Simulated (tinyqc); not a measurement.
Polar nitride quantum well with polarisation fields: sweeps and comparisons. A value that a table varies takes the place of the one given here.

Growth along [0001]. e_par = (a_sub - a)/a, Ppz = 2 e_par (e31 - e33 C13/C33), P = Psp + Ppz in each layer; strain relaxation and the strain shift of the gaps are left out, although thick layers with more than about 1 % mismatch would relax.

In a periodic stack without free charge the potential drop over a period vanishes: F_w = (P_b - P_w) Lb/(eps0 (eps_w Lb + eps_b Lw)), F_b = -F_w Lw/Lb, eps0 = 8.8541878e-12 F/m; 1 MV/cm = 1e8 V/m = 0.01 V/angstrom.

Envelope functions on cells of 0.25 angstrom over barrier, well, barrier (widths Lb, Lw, Lb), psi = 0 beyond, psi'/m continuous (mean mass between points), c = hbar^2/2m0. With u(z) the integral of e F (F_w in the well, F_b = -F_w Lw/Lb in the barriers, 1 MV/cm = 0.01 V/angstrom), zero at the centre of the well, the electron sees u plus Vc in the barriers and the hole -u plus Vv. The transition is Eg + E_e + E_h; excitons are left out.

Constants: hbar^2/2m0 = 3.80998211 eV angstrom^2; hc = 1239.841984 eV nm.

Values chosen for the exercise (near those of an InGaN well in GaN; shifted at random, so the results belong to these values and not to a real crystal):

| symbol | value | unit | meaning |
|---|---|---|---|
| a_w | 3.289 | angstrom | lattice constant a, well |
| a_b | 3.189 | angstrom | lattice constant a, barrier |
| a_sub | 3.189 | angstrom | in-plane lattice constant of the stack |
| Psp_w | -0.028 | C/m^2 | spontaneous polarisation |
| Psp_b | -0.0342 | C/m^2 | spontaneous polarisation |
| e31_w | -0.373 | C/m^2 |  |
| e31_b | -0.355 | C/m^2 |  |
| e33_w | 0.682 | C/m^2 |  |
| e33_b | 0.634 | C/m^2 |  |
| C_w | 0.299 |  | C13/C33 |
| C_b | 0.268 |  | C13/C33 |
| eps_w | 11.4 |  | dielectric constant |
| eps_b | 10.4 |  | dielectric constant |
| Lb | 95 | angstrom | barrier width |
| Eg | 2.388 | eV | gap of the well |
| Vc | 0.716 | eV | conduction offset |
| Vv | 0.337 | eV | valence offset |
| me | 0.164 | m0 | electron, well |
| meb | 0.2 | m0 | electron, barrier |
| mh | 1.98 | m0 | hole, everywhere |
| Ls | (10, 15, 20, 25, 30, 40, 50) | angstrom | well widths |
| Lw | 16 | angstrom | well width |

## Width of the well

Field, levels and overlap anew for each width.

Results:

| Lw (angstrom) | F_w (MV/cm) | E (eV) | E without field (eV) | overlap^2 | ln overlap^2 |
|---|---|---|---|---|---|
| 10 | -3.731 | 2.8155 | 2.8820 | 0.623 | -0.47 |
| 15 | -3.575 | 2.5880 | 2.7238 | 0.423 | -0.86 |
| 20 | -3.431 | 2.4058 | 2.6291 | 0.220 | -1.52 |
| 25 | -3.298 | 2.2486 | 2.5690 | 0.0931 | -2.37 |
| 30 | -3.175 | 2.1069 | 2.5287 | 0.0331 | -3.41 |
| 40 | -2.955 | 1.8545 | 2.4799 | 0.00268 | -5.92 |
| 50 | -2.763 | 1.6340 | 2.4527 | 0.000138 | -8.89 |

The red shift grows from 66 to 819 meV. The line drops below Eg between 20 and 25 angstrom, which a square well can never do. Over the last two rows dE/dLw = -22.1 meV per angstrom, against -|e F_w| = -27.6 in the last row; the field itself weakens by 26 % over the table, since a wider well shares the drop with the barrier. The overlap falls by a factor 4.51e+03.

## Screening the field

F_w = -3.5451 MV/cm

Carriers or a semipolar orientation reduce the field; here it is simply scaled in well and barrier.

Results:

| share of the field | F_w (MV/cm) | E (eV) | nm | overlap^2 | separation (angstrom) |
|---|---|---|---|---|---|
| 1.0 | -3.545 | 2.5488 | 486.4 | 0.38 | 8.6 |
| 0.8 | -2.836 | 2.5976 | 477.3 | 0.48 | 7.4 |
| 0.6 | -2.127 | 2.6392 | 469.8 | 0.60 | 6.0 |
| 0.4 | -1.418 | 2.6719 | 464.0 | 0.73 | 4.3 |
| 0.2 | -0.709 | 2.6934 | 460.3 | 0.85 | 2.3 |
| 0.0 | 0.000 | 2.7010 | 459.0 | 0.91 | 0.0 |

Full screening shifts the line by -27.4 nm (+152 meV). The first fifth of the screening gives 49 meV and the last fifth 8 meV; a purely quadratic shift would give a ratio of 9, a linear one 1, and here it is 6.4.

## What each parameter does

Polarisation, field, levels and overlap anew. Each row changes one parameter from the base and keeps the others.

Results:

| case | F_w (MV/cm) | E (eV) | overlap^2 | red shift (meV) |
|---|---|---|---|---|
| base | -3.545 | 2.5488 | 0.38 | 152 |
| Lw = 21 angstrom | -3.403 | 2.3728 | 0.19 | 242 |
| Lb = 120 angstrom | -3.646 | 2.5399 | 0.36 | 161 |
| a_sub = 3.179 angstrom | -3.564 | 2.5475 | 0.38 | 154 |
| Psp_b = -0.0376 C/m^2 | -3.837 | 2.5269 | 0.34 | 174 |
| e33_w = 0.75 C/m^2 | -3.651 | 2.5410 | 0.36 | 160 |
| eps_w = 12.5 | -3.271 | 2.5684 | 0.41 | 133 |
| mh = 1.39 m0 | -3.545 | 2.5691 | 0.42 | 145 |
| Vc = 0.609 eV | -3.545 | 2.5212 | 0.35 | 159 |

The largest shifts from the base row, up to three for each result and ties (the steps differ in size, so this ranks the rows, not the parameters). F_w (MV/cm): Psp_b -0.292, eps_w +0.274, Lw +0.142; unchanged at the printed digits by mh and Vc. E (eV): Lw -0.1761, Vc -0.0276, Psp_b -0.0219. overlap^2: Lw -0.190, mh +0.0451, eps_w +0.0367; unchanged at the printed digits by a_sub. red shift (meV): Lw +90, Psp_b +22, eps_w -20.

Computed by tinyqc, a small Python program: `OMP_NUM_THREADS=1 python tinyqc.py 1281956 1281957 out.jsonl` (the numbers bound the seed that draws the inputs); one thread of a shared host (Intel(R) Xeon(R) Processor @ 2.30GHz), about 0.04 s for the whole set of steps.
